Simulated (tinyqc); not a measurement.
From results back to parameters: bond-orbital model of a tetrahedral semiconductor (Harrison's universal couplings). Three cases, with inputs chosen for the exercise.

Problem. In the bond-orbital model the bond-antibond splitting is 2 sqrt(V2^2 + V3^2), Z* = 4 ap - (Z - 4) with ap = V3/sqrt(V2^2 + V3^2), and V2 = 3.22 x 2c/d^2, c = hbar^2/2m0. The values below come from a hidden bond length and V3.

Constants: hbar^2/2m0 = 3.80998211 eV angstrom^2.

Find: V2, V3; d.

Method. ap = (Z* + Z - 4)/4; V3 = ap times half the splitting, V2 = sqrt(1 - ap^2) times it, and d = sqrt(6.44 c/V2).

Case 1.

Values chosen (out of a larger set: near tabulated values for BN; the model gives trends, and its gaps can be far from the real ones; not measured data): Z = 5 (valence electrons of the anion).

splitting = 20.89686 eV
Z* = 0.35714 e

Solution.

V2, V3 (eV): 9.829  3.545

d = 1.580 angstrom

Case 2.

Values chosen (out of a larger set: near tabulated values for CdTe; the model gives trends, and its gaps can be far from the real ones; not measured data): Z = 6 (valence electrons of the anion).

splitting = 9.53846 eV
Z* = 1.01831 e

Solution.

V2, V3 (eV): 3.130  3.599

d = 2.800 angstrom

Case 3.

Values chosen (out of a larger set: near tabulated values for GaAs; the model gives trends, and its gaps can be far from the real ones; not measured data): Z = 5 (valence electrons of the anion).

splitting = 9.12986 eV
Z* = 0.83793 e

Solution.

V2, V3 (eV): 4.055  2.098

d = 2.460 angstrom

Computed by tinyqc, one run a case: `OMP_NUM_THREADS=1 python tinyqc.py N N+1 out.jsonl` with N = 1450406, 1450425, 1450433; one thread of a shared Intel(R) Xeon(R) Processor @ 2.30GHz, about 0.01 s a run at most.
